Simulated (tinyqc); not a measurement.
Decay of LO phonons and the hot-phonon bottleneck in the cooling of electrons. Inputs raised by 10 %, one at a time. Computed by tinyqc, a small Python program. Command: `OMP_NUM_THREADS=1 python tinyqc.py 3013941 3013942 out.jsonl hotphonon sens`. One thread of a shared host (Intel(R) Xeon(R) Processor @ 2.30GHz), about 0.01 s of CPU time with the checks.

n(E, T) = 1/(exp(E/(k_B T)) - 1) is the Bose occupation. Electrons have a temperature T_e; the LO modes within their reach share one occupation N; the decay products stay at the lattice temperature.

Inputs (values chosen for the exercise, modelled on gallium nitride):
```
quantity                                             value    unit
LO energy hbar omega                                    92     meV
lifetime at T = 0, tau_0                               2.3      ps
share f of the energy in the softer product           0.24       -
lattice temperature T                                  500       K
electron mass m*                                     0.204     m_0
eps_inf                                               5.25       -
static dielectric constant eps_s                      9.77       -
electron density n                                 2.3e+18  1/cm^3
density of LO modes that the electrons reach, N_m  3.4e+18  1/cm^3
power supplied per electron P                         0.55      nW
```

Decay channel: two unequal phonons (Ridley).

Constants: k_B = 8.617333262e-05 eV/K; c = 299792458 m/s; e^2/(4 pi eps_0) = 14.39964548 eV angstrom; hbar^2/(2 m_0) = 3.80998212 eV angstrom^2; hbar = 6.582119569e-16 eV s; e = 1.602176634e-19 C.

Method:
- Decay rate 1/tau = (1/tau_0) [1 + n(f hbar omega) + n((1 - f) hbar omega)].
- Full width Gamma = 1/(2 pi c tau) in 1/cm, c in cm/s.
- Froehlich coupling alpha = (e^2/(4 pi eps_0)) (1/eps_inf - 1/eps_s) k_0/(2 hbar omega), k_0 = sqrt(m* hbar omega/(hbar^2/(2 m_0))); emission time tau_sp = hbar/(2 alpha hbar omega); bottleneck ratio r = (n/N_m) tau/tau_sp.
- Net emission per electron: [(N + 1) x - N]/tau_sp with x = exp(-hbar omega/(k_B T_e)), a simple two-level balance; steady state of the modes: n [(N + 1) x - N]/tau_sp = N_m (N - N_0)/tau; power per electron P = hbar omega [(N + 1) x - N]/tau_sp.
- With p = P tau_sp/(hbar omega): N = N_0 + r p and x = (p + N)/(N + 1); without hot phonons N = N_0. The mode temperature T_LO solves n(hbar omega, T_LO) = N.

Runs; columns: (1) input moved; (2) from; (3) to; (4) mode temperature T_LO (K); (5) Raman width Gamma (1/cm); (6) bottleneck ratio r; (7) T_e without hot phonons (K):
```
(1)                                     (2)       (3)     (4)     (5)     (6)     (7)
base run                                  -         -  531.95  6.3239  76.839  500.48
LO energy hbar omega (meV)               92     101.2  537.06  5.8220  87.536  500.48
lifetime at T = 0, tau_0 (ps)           2.3      2.53  535.07  5.7490  84.522  500.48
electron mass m* (m_0)                0.204    0.2244  531.95  6.3239  80.589  500.46
eps_inf                                5.25     5.775  531.95  6.3239  61.740  500.60
static dielectric constant eps_s       9.77    10.747  531.95  6.3239  84.952  500.44
electron density n (1/cm^3)         2.3e+18  2.53e+18  535.07  6.3239  84.522  500.48
power supplied per electron P (nW)     0.55     0.605  535.07  6.3239  76.839  500.53
```

Exponents ln(y'/y) / ln(x'/x):
```
input                             mode temperature T_LO  Raman width Gamma  bottleneck ratio r  T_e without hot phonons
LO energy hbar omega                              0.100             -0.868               1.368                    0.000
lifetime at T = 0, tau_0                          0.061             -1.000               1.000                    0.000
electron mass m*                                  0.000              0.000               0.500                    0.000
eps_inf                                           0.000              0.000              -2.295                    0.002
static dielectric constant eps_s                  0.000              0.000               1.053                   -0.001
electron density n                                0.061              0.000               1.000                    0.000
power supplied per electron P                     0.061              0.000               0.000                    0.001
```

Which inputs matter most for each result?

Among the inputs moved here: mode temperature T_LO answers most in size to LO energy hbar omega (exponent +0.100), next to lifetime at T = 0, tau_0 (+0.061); its exponent is below 0.0005 for electron mass m*, eps_inf, static dielectric constant eps_s. Raman width Gamma answers most in size to lifetime at T = 0, tau_0 (exponent -1.000), next to LO energy hbar omega (-0.868); its exponent is below 0.0005 for electron mass m*, eps_inf, static dielectric constant eps_s, electron density n, power supplied per electron P. Its exponent -1.000 in lifetime at T = 0, tau_0: the width is the inverse lifetime. Bottleneck ratio r answers most in size to eps_inf (exponent -2.295), next to LO energy hbar omega (+1.368); its exponent is below 0.0005 for power supplied per electron P. Its exponent +0.500 in electron mass m*: alpha goes as sqrt(m*). Its exponent +1.000 in electron density n: r is proportional to n. T_e without hot phonons hardly depends on these (all exponents below 0.005).

Caution (rows electron mass m*, static dielectric constant eps_s): alpha is above 1/2, so hbar/tau_sp exceeds hbar omega and the emission time, a weak-coupling result, is only rough.
